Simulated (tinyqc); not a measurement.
# IGBT as a p-i-n diode in series with a MOS channel, on-state and switching loss: what changes with what

High injection (n = p) in a drift layer from x = -W/2 (anode) to +W/2 (cathode side), recombination only in the layer with lifetime tau, ideal emitters. The channel feeds the cathode side and carries the whole current. Auger recombination, carrier-carrier scattering, emitter losses and the carrier dip under the p body are left out.

Inputs (values chosen for the exercise); material values close to those of silicon: temperature T = 300 K; band gap Eg = 1.13 eV; conduction-band density of states at T Nc = 2.8e19 cm^-3; valence-band density of states at T Nv = 2.68e19 cm^-3; electron mobility mn = 1400 cm^2/(V s); hole mobility mp = 480 cm^2/(V s); width of the drift layer W = 70 um; doping of the drift layer Nd = 1.2e14 cm^-3; high-injection lifetime tau = 0.77 us; current density J = 150 A/cm^2; channel and accumulation resistance Rch = 1.1 mohm cm^2; link voltage Vdc = 400 V; turn-off energy per stored charge and link voltage ks = 0.04; switching frequency f = 20 kHz.

Constants: q = 1.602176634e-19 C, kB = 1.380649e-23 J/K, Vt = kB T/q. Results are converted to the units shown.

Each table varies one quantity; the others keep the values above.

## Effect of the width of the drift layer

b = mn/mp, B = (b - 1)/(b + 1), La = sqrt(2 Vt mn mp tau/(mn + mp)), y = W/(2 La). n(x) = (tau J/(2 q La))[cosh(x/La)/sinh y - B sinh(x/La)/cosh y]. Vm = Vt [(8 b/(b + 1)^2)(sinh y/s) arctan(s sinh y) + B ln((1 + B tanh^2 y)/(1 - B tanh^2 y))], s = sqrt(1 - B^2 tanh^2 y); Vj = Vt ln(n(-W/2) n(W/2)/ni^2), ni = sqrt(Nc Nv) exp(-Eg/(2 Vt)), Eg in volts; Vc = J Rch; Von = Vm + Vj + Vc. Stored charge tau J, turn-off energy Eoff = ks tau J Vdc, loss at half duty 0.5 J Von + f Eoff. A unipolar device on the same layer has Vu = J (W/(q mn Nd) + Rch).

The same in every row: Eoff (mJ/cm^2) = 1.848.

Results:

| W (um) | y | Von (V) | Vu (V) | total loss (W/cm^2) |
|---|---|---|---|---|
| 28 | 0.3711 | 1.063 | 15.77 | 116.7 |
| 37 | 0.4904 | 1.055 | 20.78 | 116.1 |
| 48 | 0.6362 | 1.052 | 26.91 | 115.8 |
| 63 | 0.8350 | 1.055 | 35.27 | 116.1 |
| 110 | 1.458 | 1.109 | 61.47 | 120.2 |
| 140 | 1.856 | 1.181 | 78.18 | 125.5 |

Estimate the missing row, W = 82 um.

Computed row:

| W (um) | y | Von (V) | Vu (V) | total loss (W/cm^2) |
|---|---|---|---|---|
| 82 | 1.087 | 1.069 | 45.86 | 117.1 |

With this row back in the table: As W goes from 28 to 140 um, Von goes from 1.06 through a minimum of 1.05 (at W = 48 um among the rows listed) to 1.18 V, Eoff stays at 1.85 mJ/cm^2 and the total loss goes from 117 through a minimum of 116 (at W = 48 um among the rows listed) to 126 W/cm^2. Von is below Vu in 7 of the 7 rows. For W = 28 to 37 um the density at the anode passes 2e17 cm^-3, where Auger recombination and emitter losses matter.

## Effect of the high-injection lifetime

Same model as above.

The same in every row: Vu (V) = 39.17.

Effect of the high-injection lifetime:

| tau (us) | y | Von (V) | Eoff (mJ/cm^2) | total loss (W/cm^2) |
|---|---|---|---|---|
| 0.15 | 2.102 | 1.202 | 0.3600 | 97.32 |
| 0.25 | 1.628 | 1.107 | 0.6000 | 95.02 |
| 0.41 | 1.271 | 1.070 | 0.9840 | 99.93 |
| 0.67 | 0.9946 | 1.059 | 1.608 | 111.6 |
| 1.1 | 0.7763 | 1.062 | 2.640 | 132.5 |
| 1.8 | 0.6068 | 1.074 | 4.320 | 166.9 |
| 2.9 | 0.4781 | 1.090 | 6.960 | 220.9 |
| 4.7 | 0.3755 | 1.109 | 11.28 | 308.8 |
| 7.7 | 0.2934 | 1.131 | 18.48 | 454.4 |

As tau goes from 0.15 to 7.7 us, Von goes from 1.20 through a minimum of 1.06 (at tau = 0.67 us among the rows listed) to 1.13 V, Eoff rises from 0.360 to 18.5 mJ/cm^2 and the total loss goes from 97.3 through a minimum of 95.0 (at tau = 0.25 us among the rows listed) to 454 W/cm^2. Von is below Vu in 9 of the 9 rows. A short lifetime starves the middle of the layer, a long one stores charge, hence the minimum of the loss. For tau = 1.1 to 7.7 us the density at the anode passes 2e17 cm^-3, where Auger recombination and emitter losses matter.

## Effect of the channel and accumulation resistance

Same model as above.

The same in every row: y = 0.92780; Eoff (mJ/cm^2) = 1.8480.

Results:

| Rch (mohm cm^2) | Von (V) | Vu (V) | total loss (W/cm^2) |
|---|---|---|---|
| 0.2 | 0.92386 | 39.039 | 106.25 |
| 0.4 | 0.95386 | 39.069 | 108.50 |
| 1.5 | 1.1189 | 39.234 | 120.87 |
| 3.1 | 1.3589 | 39.474 | 138.87 |
| 6.1 | 1.8089 | 39.924 | 172.62 |
| 12 | 2.6939 | 40.809 | 239.00 |

Estimate the missing row, Rch = 0.78 mohm cm^2.

Computed row:

| Rch (mohm cm^2) | Von (V) | Vu (V) | total loss (W/cm^2) |
|---|---|---|---|
| 0.78 | 1.0109 | 39.126 | 112.77 |

With this row back in the table: As Rch goes from 0.2 to 12 mohm cm^2, Von rises from 0.924 to 2.69 V, Eoff stays at 1.85 mJ/cm^2 and the total loss rises from 106 to 239 W/cm^2. Von is below Vu in 7 of the 7 rows.

tinyqc, about 0.01 s, one thread, Intel Xeon 2.30GHz (shared host): `OMP_NUM_THREADS=1 python tinyqc.py 2590046 2590047 out.jsonl`
